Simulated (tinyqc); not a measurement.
Worked calculation: Pariser-Parr-Pople SCF with singles CI, for the molecule Fc1ccccc1 (SMILES; centres numbered as the heavy atoms are written). Computed by tinyqc, a small Python program that keeps every step. Settings: charge = 0, gamma = Ohno, start = huckel, damping = 0.3, iteration cap = 63, excitations kept = 4. Command: `OMP_NUM_THREADS=1 python tinyqc.py 25803 25804 out.jsonl` (the two numbers bound the seeds that draw the settings). One thread of a shared host (Intel(R) Xeon(R) Processor @ 2.60GHz), about 0.05 s of CPU time with the checks. Later iterations appear only in the table of the cycle.

## PPP integrals

Centres (angstrom, eV; a flat drawing with bonds scaled to 1.40 angstrom):

| centre | x | y | core charge z | W | gamma_rr |
|---|---|---|---|---|---|
| 1F | 2.400000 | 0.000000 | 2 | 41.500000 | 18.970000 |
| 2C | 1.000000 | 0.000000 | 1 | 9.960000 | 10.380000 |
| 3C | 0.300000 | 1.212000 | 1 | 9.960000 | 10.380000 |
| 4C | -1.100000 | 1.212000 | 1 | 9.960000 | 10.380000 |
| 5C | -1.800000 | 0.000000 | 1 | 9.960000 | 10.380000 |
| 6C | -1.100000 | -1.212000 | 1 | 9.960000 | 10.380000 |
| 7C | 0.300000 | -1.212000 | 1 | 9.960000 | 10.380000 |

Resonance integrals (eV):

| i | j | beta |
|---|---|---|
| 1 | 2 | -1.980000 |
| 2 | 3 | -2.390000 |
| 3 | 4 | -2.390000 |
| 4 | 5 | -2.390000 |
| 5 | 6 | -2.390000 |
| 6 | 7 | -2.390000 |
| 7 | 2 | -2.390000 |

Ohno: gamma = 14.399645/sqrt(R^2 + a^2), a = 2 x 14.399645/(gamma_rr + gamma_ss); H_rr = -W_r - sum_(s != r) z_s gamma_rs; H_rs = beta for bonds.

repulsion gamma_rs (eV), lower triangle:
```
           1F         2C         3C         4C         5C         6C         7C
1F  18.970000
2C   8.422682  10.380000
3C   5.505130   7.307108  10.380000
4C   3.758050   5.154775   7.306114  10.380000
5C   3.338584   4.608161   5.154775   7.307108  10.380000
6C   3.758050   5.154775   4.609158   5.155822   7.307108  10.380000
7C   5.505130   7.307108   5.155822   4.609158   5.154775   7.306114  10.380000
```

core matrix H (eV), lower triangle:
```
            1F          2C          3C          4C          5C          6C          7C
1F  -71.787626
2C   -1.980000  -56.337290
3C    0.000000   -2.390000  -50.503238
4C    0.000000    0.000000   -2.390000  -47.009078
5C    0.000000    0.000000    0.000000   -2.390000  -46.169096
6C    0.000000    0.000000    0.000000    0.000000   -2.390000  -47.009078
7C    0.000000   -2.390000    0.000000    0.000000    0.000000   -2.390000  -50.503238
```

## Starting guess

pi electrons, sum of z_r less the charge = 8

Orbitals of the Hueckel matrix of the beta values.

P at the start, lower triangle:
```
           1F         2C         3C         4C         5C        6C        7C
1F   1.660175
2C   0.564332   1.000000
3C  -0.273462   0.556463   1.113275
4C  -0.103329   0.000000   0.696308   1.000000
5C   0.273462  -0.249451  -0.113275   0.642067   1.113275
6C  -0.103329   0.000000  -0.303692   0.000000   0.642067  1.000000
7C  -0.273462   0.556463   0.113275  -0.303692  -0.113275  0.696308  1.113275
```

## Iteration 1: Fock matrix

F_rr = H_rr + P_rr gamma_rr / 2 + sum_(s != r) P_ss gamma_rs; F_rs = H_rs - P_rs gamma_rs / 2; E = tr P (H + F) / 2 + core repulsion sum_(r<s) z_r z_s gamma_rs.

F (eV), lower triangle:
```
            1F         2C         3C         4C         5C         6C         7C
1F  -24.127874
2C   -4.356596  -5.454823
3C    0.752721  -4.423069  -4.884951
4C    0.194158   0.000000  -4.933652  -3.869665
5C   -0.456487   0.574755   0.291953  -4.735825  -4.148823
6C    0.194158   0.000000   0.699883   0.000000  -4.735825  -3.869665
7C    0.752721  -4.423069  -0.292013   0.699883   0.291953  -4.933652  -4.884951
```

pi energy = -133.643316 eV

## Iteration 1: orbitals and new P

Diagonalise F (the basis is taken as orthonormal) and form P = 2 sum c c over the lowest orbitals; 0.3 of the old P is kept.

orbital energies (eV): -25.104940  -13.067144  -9.876432  -9.710863  0.531251  1.413829  4.573548

P after iteration 1, lower triangle:
```
           1F         2C         3C         4C         5C        6C        7C
1F   1.864126
2C   0.324220   0.984233
3C  -0.175876   0.619794   1.075778
4C  -0.043547   0.003310   0.680991   0.973850
5C   0.148523  -0.310578  -0.048055   0.655907   1.052386
6C  -0.043547   0.003310  -0.317571   0.018693   0.655907  0.973850
7C  -0.175876   0.619794   0.030935  -0.317571  -0.048055  0.680991  1.075778
```

## Iteration 2: Fock matrix

As before.

F (eV), lower triangle:
```
            1F         2C         3C         4C         5C         6C         7C
1F  -23.138885
2C   -3.345401  -4.917016
3C    0.484110  -4.654449  -4.890781
4C    0.081826  -0.008531  -4.877701  -4.346740
5C   -0.247929   0.715597   0.123855  -4.786393  -4.625331
6C    0.081826  -0.008531   0.731867  -0.048189  -4.786393  -4.346740
7C    0.484110  -4.654449  -0.079747   0.731867   0.123855  -4.877701  -4.890781
```

pi energy = -136.468829 eV

## Iteration 2: orbitals and new P

As before.

orbital energies (eV): -23.748212  -13.360126  -10.170210  -10.035853  0.810183  1.060624  4.287319

P after iteration 2, lower triangle:
```
           1F         2C         3C         4C         5C        6C        7C
1F   1.939911
2C   0.214949   0.973719
3C  -0.125138   0.644359   1.054533
4C  -0.020696   0.005647   0.674292   0.971876
5C   0.091910  -0.328424  -0.026165   0.661434   1.033552
6C  -0.020696   0.005647  -0.324548   0.017271   0.661434  0.971876
7C  -0.125138   0.644359   0.009138  -0.324548  -0.026165  0.674292  1.054533
```

## Convergence

Stop when output and input P, before any damping, agree to 1e-7.

Course of the cycle:

| iteration | E (eV) | largest \|P(out) - P(in)\| |
|---|---|---|
| 1 | -133.64331572 | 3.43e-01 |
| 2 | -136.46882857 | 1.56e-01 |
| 3 | -137.52628476 | 7.36e-02 |
| 4 | -137.89373578 | 3.55e-02 |
| 5 | -138.01632875 | 1.73e-02 |
| 6 | -138.05627624 | 8.57e-03 |
| 7 | -138.06913662 | 4.30e-03 |
| 8 | -138.07326771 | 2.18e-03 |
| 9 | -138.07460617 | 1.54e-03 |
| 10 | -138.07504948 | 1.11e-03 |
| 11 | -138.07520212 | 8.10e-04 |
| ... | ... | ... |
| 30 | -138.07529726 | 2.16e-06 |
| 31 | -138.07529726 | 1.58e-06 |
| 32 | -138.07529726 | 1.16e-06 |
| 33 | -138.07529726 | 8.48e-07 |
| 34 | -138.07529726 | 6.21e-07 |
| 35 | -138.07529726 | 4.55e-07 |
| 36 | -138.07529726 | 3.33e-07 |
| 37 | -138.07529726 | 2.44e-07 |
| 38 | -138.07529726 | 1.79e-07 |
| 39 | -138.07529726 | 1.31e-07 |
| 40 | -138.07529726 | 9.59e-08 |

Converged in 40 iterations.

## Converged orbitals

Charges are z - P_rr.

orbital energies (eV): -23.004044  -13.557940  -10.344619  -10.224315  0.844423  0.914108  4.163542

coefficients:
```
         MO1        MO2        MO3        MO4        MO5        MO6        MO7
1F  0.987907  -0.087995   0.000000   0.099554   0.000000  -0.067441  -0.042876
2C  0.148824   0.381417   0.000000  -0.566387   0.000000   0.581871   0.415937
3C  0.030050   0.405044   0.502807  -0.303777  -0.497177  -0.278208  -0.406640
4C  0.006522   0.414384   0.497177   0.277879   0.502807  -0.293220   0.406262
5C  0.000999   0.418604   0.000000   0.574718   0.000000   0.574563  -0.405398
6C  0.006522   0.414384  -0.497177   0.277879  -0.502807  -0.293220   0.406262
7C  0.030050   0.405044  -0.502807  -0.303777   0.497177  -0.278208  -0.406640
```

pi charges: 1F 0.012773, 2C 0.023156, 3C -0.020117, 4C 0.007683, 5C -0.011061, 6C 0.007683, 7C -0.020117

## Singles CI, singlets

Over the 4 single excitations with the smallest orbital gaps: A = (e_a - e_i) delta + 2 (ia|jb) - (ij|ab), with (pq|rs) = sum c_mp c_mq gamma_mn c_nr c_ns. f = 2/3 w |mu|^2 in atomic units, mu = sqrt2 sum c_ia sum_m c_mi c_ma R_m.

singlet CI matrix (eV), lower triangle:
```
           4>5       4>6       3>5       3>6
4>5   5.979634
4>6   0.000000  6.106013
3>5   0.000000  1.039769  6.136428
3>6  -1.106467  0.000000  0.000000  6.121629
```

singlet excitation energies (eV): 4.941889  5.081340  7.159375  7.161101

oscillator strengths: 0.001408  0.000186  1.220898  1.245480

## Singles CI, triplets

Over the 4 single excitations with the smallest orbital gaps: A = (e_a - e_i) delta - (ij|ab), with (pq|rs) = sum c_mp c_mq gamma_mn c_nr c_ns.

triplet CI matrix (eV), lower triangle:
```
          4>5       4>6       3>5       3>6
4>5  4.639749
4>6  0.000000  4.298149
3>5  0.000000  0.209020  4.326383
3>6  0.209020  0.000000  0.000000  4.828633
```

triplet excitation energies (eV): 4.102770  4.504826  4.521762  4.963557
